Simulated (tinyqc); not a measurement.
Worked calculation: Hubbard chain of 5 sites. One step of it, computed by the program tinyqc.

Problem. Mean-field iteration 2. H(up) = T + U n(down), H(down) = T + U n(up); fill the lowest levels; n(new) = n + mixing (n(out) - n); E = tr T (rho up + rho down) + U sum n_up n_down of the output.

one-body matrix (hopping and site energies) (eV), order 1, 2, 3, 4, 5:
$$\begin{pmatrix}
0.630000 & -1.330000 & 0.000000 & 0.000000 & 0.000000 \\
-1.330000 & 0.500000 & -1.330000 & 0.000000 & 0.000000 \\
0.000000 & -1.330000 & -0.110000 & -1.330000 & 0.000000 \\
0.000000 & 0.000000 & -1.330000 & -0.840000 & -1.330000 \\
0.000000 & 0.000000 & 0.000000 & -1.330000 & 0.960000
\end{pmatrix}$$

U = 11.500000 eV

electrons, up and down: [3, 1]

mixing = 0.500000

n(up) after iteration 1: 1 0.706433, 2 0.446830, 3 0.722792, 4 0.558657, 5 0.590289

n(down) after iteration 1: 1 0.080300, 2 0.169006, 3 0.183757, 4 0.435260, 5 0.106677

Give: levels, up; levels, down; energy; n(up) after iteration 2; n(down) after iteration 2.

Solution.

levels, up (eV): [0.0384, 1.1625, 1.9583, 3.8106, 5.3826]

levels, down (eV): [4.2570, 5.0558, 8.0479, 8.9225, 9.6442]

energy = 0.5854 eV

n(up) after iteration 2: 1 0.7545, 2 0.4236, 3 0.7255, 4 0.4016, 5 0.7073

n(down) after iteration 2: 1 0.0534, 2 0.2361, 3 0.1755, 4 0.4373, 5 0.0852
